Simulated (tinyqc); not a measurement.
What each parameter does: sp3s* tight binding with spin-orbit coupling.

sp3s* tight binding, nearest neighbours only: anion (a) at 0, cation (c) at a/4 (1,1,1), orbitals s, px, py, pz, s* on each; k in units of 2 pi/a. With phases e_j = exp(i (pi/2) k.n_j) for n = (1,1,1), (1,-1,-1), (-1,1,-1), (-1,-1,1): g0 = (e1+e2+e3+e4)/4, g1 = (e1+e2-e3-e4)/4, g2 = (e1-e2+e3-e4)/4, g3 = (e1-e2-e3+e4)/4. The diagonal holds the levels Esa, Epa, Exa (s*) and Esc, Epc, Exc. Anion-cation block: <sa|sc> = Vss g0; <sa|xc> = Vsapc g1; <xa|sc> = -Vscpa g1; <xa|xc> = Vxx g0; <xa|yc> = <ya|xc> = Vxy g3, <xa|zc> = <za|xc> = Vxy g2, <ya|zc> = <za|yc> = Vxy g1; <s*a|xc> = Vxapc g1; <xa|s*c> = -Vpaxc g1; y and z take g2 and g3 in place of g1; s-s* and s*-s* vanish.

Spin-orbit coupling acts within the p shell of each atom as (D/3) L.sigma, D = Da or Dc: it puts four states at Ep + D/3 and two at Ep - 2D/3.

Parameters, chosen for this exercise (near a published set for SiC, fitted to gaps, whose masses and valley positions are rough; spin-orbit coupling, where it is added without a refit, lifts the valence top and shrinks all gaps by about a third of the splitting; not measured data):
```
symbol  value   unit  meaning
Esa     -8.435  eV    s level of the anion
Epa     2.116   eV    p level of the anion
Esc     -4.785  eV    s level of the cation
Epc     4.319   eV    p level of the cation
Exa     9.621   eV    s* level of the anion
Exc     9.222   eV    s* level of the cation
Vss     -12.58  eV    s-s
Vxx     3.018   eV    px-px
Vxy     5.861   eV    px-py
Vsapc   9.52    eV    s anion, p cation
Vscpa   9.084   eV    s cation, p anion
Vxapc   8.819   eV    s* anion, p cation
Vpaxc   4.348   eV    p anion, s* cation
Da      0.006   eV    atomic spin-orbit splitting, anion
Dc      0.043   eV    the same, cation
```

Gaps from the top of the valence band at Gamma; Delta is the minimum on (x,0,0), 0.5 <= x <= 1.

One parameter was then changed.

Results before and after:
```
case     Ev (eV)  gap Gamma (eV)  gap Delta (eV)  gap L (eV)
base      0.0108          6.0909          2.2390      3.5003
changed   0.0108          6.0909          2.3491      3.5852
```

Which of these changes was made? (a) Epc = 4.519 eV; (b) Esc = -4.985 eV; (c) Vxx = 3.218 eV; (d) Vsapc = 9.72 eV; (e) Vxapc = 9.019 eV; (f) Exc = 9.422 eV.

Answer: (d) Vsapc = 9.72 eV. Of the candidates, run in turn, only this one gives the changed row.

All candidates:
```
case              Ev (eV)  gap Gamma (eV)  gap Delta (eV)  gap L (eV)
base               0.0108          6.0909          2.2390      3.5003
Vsapc = 9.72 eV    0.0108          6.0909          2.3491      3.5852
Epc = 4.519 eV     0.0750          6.0267          2.2367      3.4904
Esc = -4.985 eV    0.0108          5.9769          2.2390      3.4910
Vxx = 3.218 eV    -0.1776          6.2793          2.4275      3.6723
Exc = 9.422 eV     0.0108          6.0909          2.2390      3.5022
Vxapc = 9.019 eV   0.0108          6.0909          2.0912      3.3827
```

Vsapc, Exc and Vxapc cannot move Ev or the gap at Gamma, whose blocks do not hold them; s parameters never move Ev, and move the gap only where the lowest empty level at Gamma is s-like.

(tinyqc, `OMP_NUM_THREADS=1 python tinyqc.py 1451140 1451141 out.jsonl`, Intel(R) Xeon(R) Processor @ 2.30GHz, 1 thread, shared host, about 0.2 s.)
